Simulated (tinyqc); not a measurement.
Switching kinetics of a ferroelectric film and the memory window of a ferroelectric gate stack: one step, computed by the program tinyqc. Command: `OMP_NUM_THREADS=1 python tinyqc.py 3018981 3018982 out.jsonl feswitch walk`. One thread of a shared host (Intel(R) Xeon(R) Processor @ 2.30GHz), about 0.02 s of CPU time with the checks.

Fields in MV/cm; 1 microcoulomb/cm^2 over eps_0 is 11.29409 MV/cm. In the stack (metal, ferroelectric, interlayer, channel) the channel is taken as a conductor.

Task: Memory window. Saturated branches: P(E) = P_s tanh[(E -/+ E_c)/(2 delta)], delta = E_c/ln[(1 + P_r/P_s)/(1 - P_r/P_s)]; D = P + eps_0 eps_F E. At threshold the channel charge is negligible, so D = 0 on each branch: (1 - s) P(E) + eps_0 eps_F E = 0, with the screened share s. The rising branch has the root E0 between 0 and E_c; window = 2 E0 t_F; its upper bound is 2 E_c t_F.

Inputs (values chosen for the exercise, for a model film):
```
quantity,value,unit
saturation polarisation P_s,24,microcoulomb/cm^2
ratio P_r/P_s,0.8,-
coercive field E_c,1.6,MV/cm
permittivity of the ferroelectric eps_F,33,-
thickness t_F,18,nm
share s of P screened by trapped charge,0.9,-
```

delta = 0.7281914 MV/cm

Give: field E0; memory window; bound 2 E_c t_F; fixed-charge estimate 2 (1 - s) P_r t_F/(eps_0 eps_F).

Result:

field E0 = 0.5182 MV/cm

memory window = 1.865 V

bound 2 E_c t_F = 5.76 V

fixed-charge estimate 2 (1 - s) P_r t_F/(eps_0 eps_F) = 2.366 V

Charge and coercive field both limit the window.
